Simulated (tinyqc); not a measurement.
Space-charge-limited current through a thin insulating or semi-insulating film with traps: one step, computed by the program tinyqc.

One ohmic injecting contact at x = 0 (field zero), drift only, non-degenerate free carriers.

Problem. One point of the curve. Free density n_0 = N_c exp(-E_0/k_B T) in equilibrium; trapped density n_t(n) = N_t (n/N_c)^(T/T_c) (the low-temperature form). J = e mu n F and (eps eps_0/e) dF/dx = n - n_0 + n_t(n) - n_t(n_0) = rho(n). With F = J/(e mu n): d = (eps eps_0 J/(e^2 mu)) I_1 and V = (eps eps_0 J^2/(e^3 mu^2)) I_2, I_k = int_(n_L)^infinity dn/(n^(k+1) rho(n)), n_L the density at the anode; with u = n_L/n, 200 Gauss-Legendre points in t, u = 1 - (1 - t)^2. Anode field J/(e mu n_L); Mott-Gurney current (9/8) eps eps_0 mu V^2/d^3; ohmic current e n_0 mu V/d.

Inputs (values chosen for the exercise, modelled on Si3N4):
```
quantity,value,unit
permittivity eps,7.5,-
band mobility mu,0.082,cm^2/(V s)
effective density of states N_c,1.1e+20,1/cm^3
trap density N_t,1.3e+16,1/cm^3
"equilibrium Fermi level below the band edge, E_0",0.68,eV
thickness d,660,nm
"free density at the anode, in units of N_c",1.2e-06,-
temperature T,300,K
characteristic temperature T_c,500,K
```

Traps: exponential tail.

Constants: k_B = 8.617333262e-05 eV/K; eps_0 = 8.8541878128e-12 F/m; e = 1.602176634e-19 C.

Give: I_1; I_2; current density J; voltage V; anode field over mean field V/d; trap-free Mott-Gurney current; ohmic current.

Solution.

I_1 = 2.805e-29 cm^6

I_2 = 1.415e-43 cm^9

current density J = 0.007458 A/cm^2

voltage V = 0.1890 V

anode field over mean field V/d = 1.502

trap-free Mott-Gurney current = 0.007609 A/cm^2

ohmic current = 1.561e-08 A/cm^2

Caution: V is below 10 k_B T/e, where diffusion from the contact, left out here, dominates.
